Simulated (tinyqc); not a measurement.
# Abrupt p-n junction, non-linear Poisson equation by Newton steps: two studies

One dimension, p side on the left, n side on the right; net doping C = -Na for x < 0 and +Nd for x > 0. The potential psi is counted from the intrinsic level, and the quasi-Fermi potentials are flat: 0 for holes and -V for electrons, so n = ni exp((psi + V)/Vt) and p = ni exp(-psi/Vt) (Boltzmann statistics, full ionisation, no current). Under reverse bias this makes the minority densities vanishingly small everywhere; they play no part in the charge.

Parameters, values chosen for the exercise; band and dielectric values close to those of silicon: temperature T = 300 K; band gap Eg = 1.14 eV; relative permittivity eps_r = 11.9; conduction-band density of states at T Nc = 2.76e19 cm^-3; valence-band density of states at T Nv = 2.66e19 cm^-3; acceptor density of the p side Na = 1.5e16 cm^-3; donor density of the n side Nd = 2.2e17 cm^-3; bias of the p side against the n side V = -2.5 V.

Constants: q = 1.602176634e-19 C, kB = 1.380649e-23 J/K, Vt = kB T/q, eps0 = 8.8541878128e-14 F/cm where lengths are in cm. Results are converted to the units shown.

Each table varies one quantity; the others keep the values above.

## Capacitance and field against bias

The Poisson equation d/dx(eps0 eps_r dpsi/dx) = -q (p - n + C) is solved on a mesh of more than 1000 nodes that ends in neutral material (psi_p = -Vt ln(Na/ni), psi_n = Vt ln(Nd/ni) - V). C_j = q d/dV of the integral of p over x, from the linearised equation. ni = sqrt(Nc Nv) exp(-Eg/(2 Vt)), Eg in volts. Depletion approximation: Vbi = Vt ln(Na Nd/ni^2), W = sqrt(2 eps0 eps_r (Vbi - V)(1/Na + 1/Nd)/q), xp = W Nd/(Na + Nd), xn = W Na/(Na + Nd), peak field 2 (Vbi - V)/W, capacitance eps0 eps_r/W. The last column applies it to an abrupt Na-Nd junction.

Results:

| V (V) | peak \|E\| (kV/cm) | C_j (nF/cm^2) | 1/C_j^2 (cm^4/uF^2) | eps0 eps_r/C_j (nm) | abrupt depletion C (nF/cm^2) |
|---|---|---|---|---|---|
| 0.12 | 53.89 | 42.84 | 544.9 | 245.9 | 41.10 |
| -0.12 | 62.22 | 36.53 | 749.2 | 288.4 | 35.48 |
| -0.59 | 76.36 | 29.53 | 1147 | 356.8 | 28.98 |
| -0.82 | 82.48 | 27.31 | 1341 | 385.9 | 26.87 |
| -1.06 | 88.44 | 25.45 | 1544 | 414.0 | 25.10 |
| -1.29 | 93.82 | 23.99 | 1738 | 439.2 | 23.69 |
| -1.53 | 99.12 | 22.70 | 1940 | 464.1 | 22.45 |
| -1.76 | 104.0 | 21.64 | 2134 | 486.8 | 21.43 |
| -2 | 108.8 | 20.69 | 2337 | 509.4 | 20.50 |

Estimate the missing row, V = -0.35 V.

Computed row:

| V (V) | peak \|E\| (kV/cm) | C_j (nF/cm^2) | 1/C_j^2 (cm^4/uF^2) | eps0 eps_r/C_j (nm) | abrupt depletion C (nF/cm^2) |
|---|---|---|---|---|---|
| -0.35 | 69.45 | 32.55 | 944.0 | 323.7 | 31.81 |

With this row back in the table: With V going from 0.12 to -2 V, C_j falls from 42.8 to 20.7 nF/cm^2 and the peak field rises from 53.9 to 109 kV/cm. The slope of 1/C_j^2, read as N = 2/(q eps0 eps_r |slope|), gives 1.39e16 cm^-3 between the first two rows and 1.40e16 cm^-3 between the last two, against Na Nd/(Na + Nd) = 1.40e16 cm^-3; the slopes of all rows agree within 0.9 %, as for uniform doping at both edges. At the end C_j goes as (Vbi - V)^(-0.51) with Vbi = 0.822 V, and it is 0.93 % above the abrupt depletion formula (at the first row 4.2 % above it).

## Effect of the doping Na

Exact first integral for an abrupt junction with thick neutral sides: psi_p = -Vt ln(Na/ni), psi_n = Vt ln(Nd/ni) - V, psi_j = (Nd psi_n + Na psi_p - Vt (Nd - Na))/(Na + Nd) at the junction, n_j = ni exp((psi_j + V)/Vt), p_j = ni exp(-psi_j/Vt), and E_j^2 = (2 q/(eps0 eps_r)) [Nd (psi_n - psi_j - Vt) + Vt (n_j + p_j)] (minority densities of the neutral sides neglected).

The same in every row: ni (cm^-3) = 7.1997e9.

Result of one run:

| Na (cm^-3) | Vbi (V) | W (nm) | share of W on the n side (%) | peak field, depletion (kV/cm) | peak field, exact (kV/cm) |
|---|---|---|---|---|---|
| 6.6e18 | 0.97905 | 146.60 | 96.774 | 474.62 | 471.36 |

What becomes of these results when the acceptor density of the p side Na is changed from 6.6e18 to 7.3e15 cm^-3, all else the same?

Result of the changed run:

| Na (cm^-3) | Vbi (V) | W (nm) | share of W on the n side (%) | peak field, depletion (kV/cm) | peak field, exact (kV/cm) |
|---|---|---|---|---|---|
| 7.3e15 | 0.80308 | 784.14 | 3.2116 | 84.247 | 83.652 |

The whole series:

| Na (cm^-3) | Vbi (V) | W (nm) | share of W on the n side (%) | peak field, depletion (kV/cm) | peak field, exact (kV/cm) |
|---|---|---|---|---|---|
| 7.3e15 | 0.80308 | 784.14 | 3.2116 | 84.247 | 83.652 |
| 1.9e16 | 0.82781 | 500.26 | 7.9498 | 133.04 | 132.01 |
| 5.1e16 | 0.85333 | 326.39 | 18.819 | 205.48 | 203.89 |
| 1.4e17 | 0.87944 | 227.93 | 38.889 | 296.53 | 294.25 |
| 3.6e17 | 0.90385 | 181.07 | 62.069 | 375.97 | 373.11 |
| 9.5e17 | 0.92894 | 158.89 | 81.197 | 431.60 | 428.33 |
| 2.5e18 | 0.95395 | 149.89 | 91.912 | 460.87 | 457.41 |
| 6.6e18 | 0.97905 | 146.60 | 96.774 | 474.62 | 471.36 |

As Na rises, Vbi rises from 0.803 to 0.979 V, 59.5 mV a decade (Vt ln 10), and W falls from 784 to 147 nm. The exponent d ln W/d ln Na is -0.47 between the first two rows and -0.02 between the last two: the lighter-doped side sets the width, and Na passes Nd = 2.2e17 cm^-3 within the table. The depletion field is 0.71 % above the exact one in the first row and 0.69 % above it in the last. For Na = 6.6e18 the doping exceeds a fifth of the band density of states, where Boltzmann statistics begin to fail.

Numbers from tinyqc (`OMP_NUM_THREADS=1 python tinyqc.py 2000172 2000173 out.jsonl`; about 0.02 s on one thread of a shared Intel Xeon 2.30GHz).
